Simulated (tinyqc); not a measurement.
Reverse leakage of an n+-p junction: diffusion, generation, trap-assisted and band-to-band tunnelling: two steps of the calculation.

One-sided abrupt junction in the depletion approximation, x from the junction (0) to W on the p side, field F = F0 (1 - x/W). Flat quasi-Fermi levels, long p side. Traps generate through SRH with both lifetimes shortened by 1 + Gamma (Hurkx enhancement, form for moderate fields); band-to-band generation is local and needs a total bending above Eg.

Inputs (values chosen for the exercise); band and dielectric values close to those of gallium arsenide: temperature T = 350 K; band gap Eg = 1.39 eV; relative permittivity eps_r = 12.7; conduction-band density of states at T Nc = 5.63e17 cm^-3; valence-band density of states at T Nv = 1.12e19 cm^-3; acceptor density of the lighter side Na = 3e17 cm^-3; donor density of the heavier side Nd = 1e19 cm^-3; SRH lifetime of both carriers at zero field tau = 4e-8 s; tunnelling mass mt = 0.074 m0; electron diffusion coefficient on the lighter side Dn = 27 cm^2/s; reverse bias VR = 1.2 V.

Constants: q = 1.602176634e-19 C, kB = 1.380649e-23 J/K, hbar = 1.054571817e-34 J s, m0 = 9.1093837015e-31 kg, Vt = kB T/q, eps0 = 8.8541878128e-14 F/cm where lengths are in cm. Results are converted to the units shown.

Task 1. Field, scales and diffusion current. ni = sqrt(Nc Nv) exp(-Eg/(2 Vt)), Eg in volts; Vbi = Vt ln(Na Nd/ni^2); W = sqrt(2 eps0 eps_r (Vbi + VR)/(q Na)); F0 = 2 (Vbi + VR)/W; FG = sqrt(24 mt m0 (kB T)^3)/(q hbar); J_diff = q ni^2 sqrt(Dn/tau)(1 - exp(-VR/Vt))/Na.

Give: ni; Vbi; W; F0; FG; J_diff.

Result 1.

ni = 2.468e8 cm^-3
Vbi = 1.368 V
W = 109.6 nm
F0 = 468.5 kV/cm
FG = 252.9 kV/cm
J_diff = 8.450e-16 A/cm^2

Task 2. Current components. u = (Vbi + VR)(1 - x/W)^2, p = Na exp(-u/Vt), n = Nd exp((u - Vbi - VR)/Vt); G0 = ni^2 (1 - exp(-VR/Vt))/(tau (n + p + 2 ni cosh(Et/Vt))); Gamma = 2 sqrt(3 pi)(F/FG) exp((F/FG)^2); trap-assisted part G0 Gamma; G_bb = Ab F^2.5 exp(-Bb/F) with F in V/cm, zero unless Vbi + VR > Eg. 16 equal steps.

Each current is q times the trapezoid sum of its rate; J adds J_diff; J_bb under 1e-8 of the sum is given as 0.

```
point     x (nm)  G0 (cm^-3 s^-1)  G0 Gamma (cm^-3 s^-1)  G_bb (cm^-3 s^-1)
0        0.00000      1.5224651e5            5.3614604e7       4.2746065e16
1        6.85044      4.5666210e9           9.9490231e11       4.1830515e15
2       13.70089     6.8864715e13           9.4916998e15       2.9721032e14
3       20.55133     3.0677670e15           2.7337354e17       1.4253574e13
4       27.40178     3.0847011e15           1.8146931e17       4.1869109e11
5       34.25222     3.0847053e15           1.2220244e17        6.6000551e9
6       41.10267     3.0846985e15           8.3829607e16        4.6410489e7
7       47.95311     3.0809523e15           5.8407678e16                 ~0
8       54.80356     2.2893497e15           3.0714884e16                 ~0
9       61.65400     5.9375840e13           5.7004013e14                 ~0
10      68.50444     8.0253857e11           5.5476901e12                 ~0
11      75.35489     2.0698838e10           1.0288569e11                 ~0
12      82.20533      1.0379120e9            3.6580534e9                 ~0
13      89.05578      1.0120787e8            2.4355784e8                 ~0
14      95.90622      1.9191536e7            2.8793200e7                 ~0
15     102.75667      7.0769643e6            5.0994974e6                 ~0
16     109.60711      5.0748837e6                      0                  0
```

J_diff = 8.4498376e-16 A/cm^2

Wanted: J_SRH; J_TAT; J_bb; J.

Result 2.

J_SRH = 1.9560e-9 A/cm^2
J_TAT = 8.3422e-8 A/cm^2
J_bb = 2.8392e-9 A/cm^2
J = 8.8217e-8 A/cm^2

Range of the model: The n+ side is degenerate, so Vbi from Boltzmann statistics is only a guide.

Program tinyqc, `OMP_NUM_THREADS=1 python tinyqc.py 2290065 2290066 out.jsonl`; Intel Xeon 2.30GHz, shared host, one thread, about 0.01 s.

~0 in a residual or rate marks an entry under 1e-11 of the largest of its column.
